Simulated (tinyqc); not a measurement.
Free and trapped electrons in a MOS channel with a dense trap tail: two steps of the calculation.

p-type body, charge-sheet picture, full ionisation (an idealisation for deep acceptors), Boltzmann statistics for free electrons. e = Ec - EF at the surface. Acceptor-like traps of density D(E) = D0 + De exp(-E/Ew) at depth E below Ec, from 0 to Eu, hold n_t = integral of D(E)/(1 + exp((e - E)/Vt)). psi = Eg - Vt ln(Nv/Na) - e; N_dep = sqrt(2 eps0 eps_r Na (psi - Vt)/q); n_f = sqrt(N_dep^2 + 2 eps0 eps_r Vt Nc exp(-e/Vt)/q) - N_dep; Vg = Vfb + psi + q (N_dep + n_t + n_f)/Cox, Cox = eps0 eox/tox.

Parameters, values chosen for the exercise; band and dielectric values close to those of 4H silicon carbide:
```
symbol,value,unit,meaning
T,250,K,temperature
Eg,3.2,eV,band gap
eps_r,9.75,,relative permittivity
Nc,1.28e19,cm^-3,conduction-band density of states at T
Nv,1.86e19,cm^-3,valence-band density of states at T
eox,3.9,,relative permittivity of the insulator
tox,61,nm,insulator thickness
Na,5.7e16,cm^-3,acceptor density
Vfb,-2.05,V,flat-band voltage without trapped charge
D0,1.1e10,cm^-2 eV^-1,constant background density of acceptor-like traps
De,3e13,cm^-2 eV^-1,density of the tail at the conduction edge
Ew,0.05,eV,decay energy of the tail
Eu,0.65,eV,depth below Ec down to which the traps reach
mf,170,cm^2/(V s),mobility of free electrons
e,0.085,eV,Ec - EF at the surface
```

Constants: q = 1.602176634e-19 C, kB = 1.380649e-23 J/K, Vt = kB T/q, eps0 = 8.8541878128e-14 F/cm where lengths are in cm. Results are converted to the units shown.

Task 1. Trapped charge. Trapezoid rule on 13 equal steps from 0 to Eu, f = 1/(1 + exp((e - E)/Vt)).

Give: E; D(E) f; n_t.

Result 1.

```
point    E (eV)  D(E) f (cm^-2 eV^-1)
0             0             5.6942e11
1      0.050000             1.8180e12
2       0.10000             2.7169e12
3       0.15000             1.4344e12
4       0.20000             5.5779e11
5       0.25000             2.1304e11
6       0.30000             8.5359e10
7       0.35000             3.8356e10
8       0.40000             2.1064e10
9       0.45000             1.4702e10
10      0.50000             1.2362e10
11      0.55000             1.1501e10
12      0.60000             1.1184e10
13      0.65000             1.1068e10
```

n_t = 3.6125e11 cm^-2

Task 2. Charges and gate voltage. psi, N_dep, n_f and Vg as defined, with the n_t given; free share n_f/(n_f + n_t); apparent mobility mf n_f/(n_f + n_t); gate voltage spent on traps q n_t/Cox.

n_t = 3.6124563e11 cm^-2

Give: psi; N_dep; n_f; Vg; free share; apparent mobility; gate voltage spent on traps.

Result 2.

psi = 2.990 V
N_dep = 1.350e12 cm^-2
n_f = 2.112e10 cm^-2
Vg = 5.844 V
free share = 5.522 %
apparent mobility = 9.388 cm^2/(V s)
gate voltage spent on traps = 1.022 V

Program tinyqc, `OMP_NUM_THREADS=1 python tinyqc.py 2222181 2222182 out.jsonl`; Intel Xeon 2.30GHz, shared host, one thread, about 0.02 s.
